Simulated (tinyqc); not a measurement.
Born-von Karman spring model of a cubic crystal with one atom per cell: one step, computed by the program tinyqc.

First neighbours lie at a/2 (1,1,0) (12 of them), second at a (1,0,0) (6), with all permutations and signs; the volume per atom is Omega = a^3/4. Two shells of springs match a real metal only roughly, above all at the zone boundary.

Question. Elastic constants from long waves. [ij,kl] = (1/(2 Omega)) sum_R K_ij R_k R_l; C11 = [xx,xx], C44 = [xx,yy], C12 = 2 [xy,xy] - C44; B = (C11 + 2 C12)/3; Zener ratio A = 2 C44/(C11 - C12). K(R) = kL n n^T + kT (1 - n n^T).

Inputs (values chosen for the exercise, modelled on aluminium): lattice constant a = 4.05 angstrom; radial spring k1L = 1.32 eV/angstrom^2; transverse spring k1T = -0.082 eV/angstrom^2; radial spring k2L = 0.15 eV/angstrom^2; transverse spring k2T = -0.01 eV/angstrom^2.

Lattice: fcc.

Constants: 1 eV/angstrom^3 = 160.2176634 GPa.

Give: C11; C12; C44; bulk modulus B; Zener ratio A.

Answer.

C11 = 121.7 GPa

C12 = 70.02 GPa

C44 = 40.90 GPa

bulk modulus B = 87.24 GPa

Zener ratio A = 1.583

C12 - C44 = 29.12 GPa: the Cauchy relation fails because sum_R kT R^2 is not zero; a negative sum gives a positive Cauchy pressure.
